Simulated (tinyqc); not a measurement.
Inside a calculation. Model: deep-level transient spectroscopy.

tinyqc, about 0.01 s, one thread, Intel Xeon 2.30GHz (shared host): `OMP_NUM_THREADS=1 python tinyqc.py 2050102 2050103 out.jsonl` Printed values are rounded.

Schottky contact on an n-type layer with shallow donors Nd (all ionised) and a donor-like deep trap, neutral when filled and positive when empty; depletion approximation. Traps within lam of the depletion edge stay filled. A long pulse to Vp fills the traps beyond x1 = Wp - lam; back at Vr those between x1 and x2 = Wr - lam emit. A rate window reads S = C(t2) - C(t1).

Inputs (values chosen for the exercise); material values close to those of silicon:

| symbol | value | unit | meaning |
|---|---|---|---|
| eps_r | 11.9 |  | relative permittivity |
| Nc | 2.85e19 | cm^-3 | conduction-band density of states at 300 K |
| vth | 2.3e7 | cm/s | thermal velocity at 300 K |
| Nd | 3.1e15 | cm^-3 | shallow donor density |
| Vbi | 0.76 | V | built-in voltage |
| Et | 0.31 | eV | depth of the trap below the conduction edge |
| sn | 3.2e-14 | cm^2 | capture cross-section |
| Nt | 9.6e12 | cm^-3 | trap density |
| Vr | 8 | V | reverse bias |
| Vp | 0.8 | V | reverse bias during the filling pulse |
| t1 | 0.5 | ms | first sampling time |
| t2 | 1 | ms | second sampling time |
| T | 168 | K | temperature of the transient |
| F | 190 | kV/cm | field at the trap |

Constants: q = 1.602176634e-19 C, kB = 1.380649e-23 J/K, eps0 = 8.8541878128e-14 F/cm where lengths are in cm. Results are converted to the units shown.

## Emission rate and rate window

Emission rate en = sn vth(T) Nc(T) exp(-Et/kB T) = sn g T^2 exp(-Et/kB T), g = vth Nc/(300 K)^2, as vth goes as T^0.5 and Nc as T^1.5 (degeneracy factor 1). For an exponential transient S peaks where en = ew = ln(t2/t1)/(t2 - t1).

g = 7.283333e21 cm^-2 s^-1 K^-2
en = 3299.955 1/s
1/en = 0.3030344 ms
ew = 1386.294 1/s

## Widths

lam = sqrt(2 eps0 eps_r (EF - ET)/(q Nd)), EF - ET = Et - (kB T/q) ln(Nc(T)/Nd), Nc(T) = Nc (T/300 K)^1.5. In the steady state at the band bending V, 2 eps0 eps_r V/q = Nd W^2 + Nt (W - lam)^2 (the second term only if W > lam). V = Vbi + Vr gives Wr and V = Vbi + Vp gives Wp; x1 = max(Wp - lam, 0).

lam = 284.2754 nm
Wr = 1925.710 nm
Wp = 813.0268 nm
x1 = 528.7515 nm
x2 = 1641.434 nm
G = (x2^2 - x1^2)/Wr^2 = 0.6511585

The rule Nt = 2 Nd |dC|/C assumes G = 1 and would understate Nt by a factor of about 1/G = 1.54 here (the limit of small Nt/Nd).

## The transient

t, sample 0 to 6 (ms): [0, 0.25, 0.5, 0.75, 1, 2, 5]

W(t)^2 = Wr^2 + (Nt/Nd)(x2^2 - x1^2) exp(-en t), C = eps0 eps_r/W; for small Nt, dC/C = -(Nt/2 Nd) G exp(-en t) with G = (x2^2 - x1^2)/Wr^2. S = C(t2) - C(t1).

```
sample  C (nF/cm^2)  C - C(final) (pF/cm^2)
0          5.465972               -5.508266
1          5.469065               -2.415991
2          5.470421               -1.059178
3          5.471016               -0.464250
4          5.471277               -0.203467
5          5.471473               -0.007505
6          5.471481                0.000000
```

S = 0.8557104 pF/cm^2

## Step 1: peak temperature

T at the start = 300 K

Fixed-point step for en(T) = ew: T(new) = (Et q/kB)/ln(sn g T^2/ew), g = vth Nc/(300 K)^2.

T after step 1 = 153.4727 K

## Course of the iteration for the peak temperature

Start from 300 K; stop when T changes by less than 1e-8 K.

Course of the iteration:
```
step     T (K)  change (K)
1     153.4727         147
2     162.7821        9.31
3     161.9191       0.863
4     161.9966      0.0775
5     161.9896     6.98e-3
6     161.9903     6.29e-4
7     161.9902     5.66e-5
8     161.9902     5.10e-6
9     161.9902     4.59e-7
10    161.9902     4.14e-8
11    161.9902     3.73e-9
```

Converged in 11 steps; each multiplies the error by -2 kB T/Et = -0.090.

## Poole-Frenkel lowering

A Coulomb centre of charge +q (when empty) in the field F lowers its barrier by dE = sqrt(q F/(pi eps0 eps_r)) along the field. One-dimensional rate: en exp(b), b = dE/kB T; three-dimensional (Hartke): en {[1 + (b - 1) exp(b)]/b^2 + 1/2}.

dE = 95.89793 meV
b = 6.624103
rate, one-dimensional = 2.484959e6 1/s
rate, three-dimensional = 3.202317e5 1/s

The one-dimensional form is 7.76 times the three-dimensional one, which counts the directions in which the barrier is lowered less or not at all.
